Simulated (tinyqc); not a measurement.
Scaling the whole coupling: critical temperature from a phonon spectrum: McMillan, Allen-Dynes and the linearised Eliashberg equation. Computed by tinyqc, a small Python program. Command: `OMP_NUM_THREADS=1 python tinyqc.py 3024081 3024082 out.jsonl eliashberg walk`. One thread of a shared host (Intel(R) Xeon(R) Processor @ 2.30GHz), about 0.01 s of CPU time with the checks.

alpha^2 F(omega) = sum_i (lambda_i omega_i/2) delta(omega - omega_i), so that lambda = 2 int alpha^2 F/omega d omega = sum_i lambda_i.

Inputs (values chosen for the exercise, for a model metal): peak energy omega_1 = 36.9 meV; coupling lambda_1 = 2.19; Coulomb pseudopotential mu* = 0.13.

Peaks in alpha^2 F: one.

Constants: k_B = 8.617333262e-05 eV/K.

Method:
- omega_log = exp(sum lambda_i ln omega_i / lambda); omega_rms = sqrt(sum lambda_i omega_i^2 / lambda).
- McMillan form: k_B T_c = (omega_log/1.2) exp[-1.04 (1 + lambda)/(lambda - mu* (1 + 0.62 lambda))]. Allen-Dynes multiplies it by f1 f2: f1 = [1 + (lambda/L1)^(3/2)]^(1/3), L1 = 2.46 (1 + 3.8 mu*); f2 = 1 + (omega_rms/omega_log - 1) lambda^2/(lambda^2 + L2^2), L2 = 1.82 (1 + 6.3 mu*) omega_rms/omega_log.
- Linearised Eliashberg equation at omega_n = (2n + 1) pi k_B T, n = 0..N-1: lambda(j) = sum_i lambda_i omega_i^2/(omega_i^2 + (2 pi j k_B T)^2); K_mn = lambda(m - n) + lambda(m + n + 1) - 2 mu*(N) - delta_mn [2m + 1 + lambda(0) + 2 sum_(j=1..m) lambda(j)], with 1/mu*(N) = 1/mu* + ln(omega_rms/omega_N), omega_N = (2N + 1) pi k_B T. T_c is where the largest eigenvalue rho of K is zero.
- N is the smallest integer at or above 8 omega_max/(2 pi k_B T_AD), omega_max the highest peak and T_AD the Allen-Dynes value.
- All lambda_i are multiplied by s. The last column is the large-lambda limit for mu* = 0, k_B T_c = 0.1827 omega_rms sqrt(lambda).

lambda = 2.19

omega_rms = 36.9 meV

omega_log = 36.9 meV

T_c (K):

| s | lambda | McMillan | Allen-Dynes | Eliashberg | large-lambda limit |
|---|---|---|---|---|---|
| 0.6 | 1.314 | 38.284 | 40.84 | 40.19 | 89.68 |
| 0.8 | 1.752 | 51.649 | 56.79 | 56.38 | 103.55 |
| 1.0 | 2.190 | 61.306 | 69.55 | 69.61 | 115.77 |
| 1.3 | 2.847 | 71.444 | 84.96 | 85.96 | 132.00 |
| 1.7 | 3.723 | 80.289 | 101.49 | 104.01 | 150.95 |
| 2.3 | 5.037 | 88.445 | 121.69 | 126.46 | 175.58 |
| 3.2 | 7.008 | 95.400 | 146.66 | 154.32 | 207.10 |

What does the comparison show, and why?

McMillan/Eliashberg runs from 0.95 at lambda = 1.31 to 0.62 at 7.01: the exponential form levels off at large lambda, while the true T_c keeps rising (exponent 0.60 between the last rows, tending to 1/2). Allen-Dynes stays within about 5 % over the table. The last row reaches 75 % of the mu* = 0 limit; with mu* above zero T_c stays below that line at any lambda.

Extremes, crossings and ranges named in words are read from the listed rows.
